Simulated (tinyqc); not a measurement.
Transfer-length model of a contact: course of the iteration.

A metal contact of length d and width W on a thin layer of the same width. The metal has no resistance, the sheet resistance under it equals Rsh, and current enters the layer at the front edge x = 0.

A = Lt coth(d/Lt) is solved for Lt, starting from Lt = A. Lt(new) = A tanh(d/Lt).

Stop when Lt changes by less than 1e-9 of itself, or after 40 iterations.

Parameters, values chosen for the exercise:
- d = 0.53 um (contact length)

A = 23.1227 um

Course of the iteration:
```
iteration,Lt (um),relative change
1,0.529907,0.977
2,17.6118,32.2
3,0.695632,0.961
4,14.8493,20.3
5,0.824946,0.944
6,13.1008,14.9
7,0.934933,0.929
8,11.8635,11.7
9,1.03231,0.913
...,...,...
32,6.77130,2.85
33,1.80616,0.733
34,6.59686,2.65
35,1.85372,0.719
36,6.43661,2.47
37,1.89967,0.705
38,6.28881,2.31
39,1.94410,0.691
40,6.15204,2.16
```

Did this iteration meet its convergence test, and what does its course show?

No. Not converged within 40 iterations: the values swing above and below the root and close in slowly. The plain step multiplies the error by -2x/sinh(2x) = -0.98 with x = d/Lt = 0.15, which nears -1 for a contact short against Lt. A rerun with the geometric mean of the old value and the plain step converges in 6 iterations, to 3.4873 um.

Computed by the program tinyqc: `OMP_NUM_THREADS=1 python tinyqc.py 2760121 2760122 out.jsonl`, one thread of a shared Intel Xeon 2.30GHz, about 0.01 s for the whole run.
